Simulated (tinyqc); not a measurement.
Longitudinal sound in a periodic multilayer: transfer matrices, stop bands and folded phonons: one step, computed by the program tinyqc. Command: `OMP_NUM_THREADS=1 python tinyqc.py 3029349 3029350 out.jsonl multilayer walk`. One thread of a shared host (Intel(R) Xeon(R) Processor @ 2.30GHz), about 0.01 s of CPU time with the checks.

Layers 1 and 2 repeat with period d = d_1 + d_2; waves travel normal to the layers, without loss. State vector (u, s): displacement u and stress divided by omega. Impedances Z = rho v are in 1e6 kg/(m^2 s).

Problem. Transmission through N periods. A layer maps (u, s) by [[cos p, sin p/Z], [-Z sin p, cos p]], p = 2 pi f d_i/v_i; one period is M = M_2 M_1, and cos(q d) = trace(M)/2. For N periods A = M^N. A wave comes from a thick layer of material 1 and leaves into the substrate (Z_s): transmitted power T = 4 Z_1 Z_s/|Z_1 A_22 + Z_s A_11 - i (Z_1 Z_s A_12 - A_21)|^2, reflected power R = 1 - T.

Inputs (values chosen for the exercise, modelled on silica (layer 1), hafnia (layer 2) and gallium arsenide (substrate)):
```
quantity       value  unit
velocity v_1    5950   m/s
thickness d_1   26.1    nm
velocity v_2    5430   m/s
thickness d_2   22.5    nm
periods N          4     -
frequency f     24.2   GHz
```

M:
```
           1           2
1  0.5431689  0.04623820
2  -31.19512  -0.8144908
```

Z_2 = 52.9968

Z_1 = 13.328

Z of the substrate = 24.4184

Give: A = M^N; transmitted power T; T in decibel.

Solution.

A = M^N:
```
        1        2
1   1.210  0.02417
2  -16.30   0.5007
```

transmitted power T = 0.6864

T in decibel = -1.634 dB
